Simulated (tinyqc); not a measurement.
# Read current of a NAND string, cells in series solved by shooting: effects of single changes

Cells in series, numbered from 0 at the source line (0 V) to the bit line, each followed by a gap resistance Rg. A cell with gate Vg, threshold VT, source Vs and drain Vd passes I = 2 nf K Vt^2 [F(Vs) - F(Vd)]/(1 + th max(Vg - VT, 0)), F(V) = ln^2(1 + exp((Vg - VT - nf V)/(2 nf Vt))). The selected cell has Vg = Vr, the others Vg = Vp.

Parameters, values chosen for the exercise; values of the order met in vertical NAND strings:
- T = 300 K (temperature)
- K = 13 uA/V^2 (gain factor of a cell)
- nf = 1.9 (slope factor)
- th = 0.1 1/V (mobility reduction factor)
- Rg = 3.3 kohm (resistance of the gap between cells)
- Vbl = 0.7 V (bit-line voltage)
- Vp = 7.9 V (pass voltage)
- Ve = -1.6 V (threshold of an erased cell)
- Vh = 3.4 V (threshold of the highest state)
- Vx = 2.6 V (threshold of the selected cell)
- Is = 10 nA (sensing current)
- Vr = 4.25 V (read voltage on the selected word line)

Constants: q = 1.602176634e-19 C, kB = 1.380649e-23 J/K, Vt = kB T/q. Results are converted to the units shown.

Each table varies one quantity; the others keep the values above.

## Read current against the number of cells

For a trial current I start at 0 V and, cell by cell, solve for the drain: sqrt(F(Vd)) = sqrt(F(Vs) - I/k), k = 2 nf K Vt^2/(1 + th max(Vg - VT, 0)), Vd = [Vg - VT - 2 nf Vt ln(exp(sqrt F) - 1)]/nf, then add I Rg. The string current is the I for which the last node reaches Vbl. The apparent threshold is the Vr at which I = Is. Background: all other cells erased (VT = Ve) or all in the highest state (VT = Vh); ratio and shift are high over erased and high minus erased. The selected cell is in the middle, cell n/2.

Results:

| n | I, others erased (uA) | I, others high (uA) | ratio | apparent VT, erased (V) | apparent VT, high (V) | background shift (mV) |
|---|---|---|---|---|---|---|
| 8 | 2.933 | 2.176 | 0.7419 | 2.571 | 2.572 | 0.6841 |
| 16 | 1.754 | 1.209 | 0.6894 | 2.573 | 2.574 | 1.369 |
| 64 | 0.5106 | 0.3282 | 0.6427 | 2.581 | 2.587 | 5.493 |
| 96 | 0.3466 | 0.2208 | 0.6371 | 2.587 | 2.595 | 8.256 |
| 128 | 0.2623 | 0.1664 | 0.6343 | 2.593 | 2.604 | 11.06 |
| 192 | 0.1765 | 0.1114 | 0.6315 | 2.605 | 2.621 | 16.72 |

Estimate the missing row, n = 32.

Computed row:

| n | I, others erased (uA) | I, others high (uA) | ratio | apparent VT, erased (V) | apparent VT, high (V) | background shift (mV) |
|---|---|---|---|---|---|---|
| 32 | 0.9689 | 0.6385 | 0.6589 | 2.575 | 2.578 | 2.741 |

With this row back in the table: With erased neighbours the current falls from 2.93 to 0.176 uA, as n^(-0.74) between the first two rows and n^(-0.98) between the last two (-1 once the series resistance rules). The ratio falls from 0.742 to 0.631 and the background shift rises from 0.684 to 16.7 mV.

## Effect of the position of the selected cell

Same model as above.

The string has 32 cells, numbered from the source.

Result of one run:

| j | I, others erased (uA) | I, others high (uA) | ratio | apparent VT, erased (V) | apparent VT, high (V) | background shift (mV) |
|---|---|---|---|---|---|---|
| 22 | 0.9387 | 0.6269 | 0.6678 | 2.578 | 2.581 | 3.771 |

What becomes of these results when the number of the selected cell j is changed from 22 to 13, all else the same?

Result of the changed run:

| j | I, others erased (uA) | I, others high (uA) | ratio | apparent VT, erased (V) | apparent VT, high (V) | background shift (mV) |
|---|---|---|---|---|---|---|
| 13 | 0.9802 | 0.6425 | 0.6554 | 2.574 | 2.577 | 2.226 |

The whole series:

| j | I, others erased (uA) | I, others high (uA) | ratio | apparent VT, erased (V) | apparent VT, high (V) | background shift (mV) |
|---|---|---|---|---|---|---|
| 0 | 1.012 | 0.6532 | 0.6452 | 2.570 | 2.570 | 5.559e-7 |
| 4 | 1.005 | 0.6507 | 0.6477 | 2.571 | 2.572 | 0.6841 |
| 9 | 0.9926 | 0.6467 | 0.6515 | 2.573 | 2.574 | 1.540 |
| 13 | 0.9802 | 0.6425 | 0.6554 | 2.574 | 2.577 | 2.226 |
| 18 | 0.9601 | 0.6352 | 0.6616 | 2.576 | 2.579 | 3.084 |
| 22 | 0.9387 | 0.6269 | 0.6678 | 2.578 | 2.581 | 3.771 |
| 27 | 0.9024 | 0.6108 | 0.6768 | 2.579 | 2.584 | 4.632 |
| 31 | 0.8633 | 0.5899 | 0.6833 | 2.581 | 2.586 | 5.320 |

From the source end to the bit-line end the apparent VT with high neighbours rises from 2.570 to 2.586 V and the background shift rises from 5.56e-7 to 5.32 mV. Cells and gaps on the source side raise the source of the selected cell, which costs nf times that voltage in gate drive; those on the drain side only lower its drain voltage.

Numbers from tinyqc (`OMP_NUM_THREADS=1 python tinyqc.py 2142278 2142279 out.jsonl`; about 0.5 s on one thread of a shared Intel Xeon 2.30GHz).
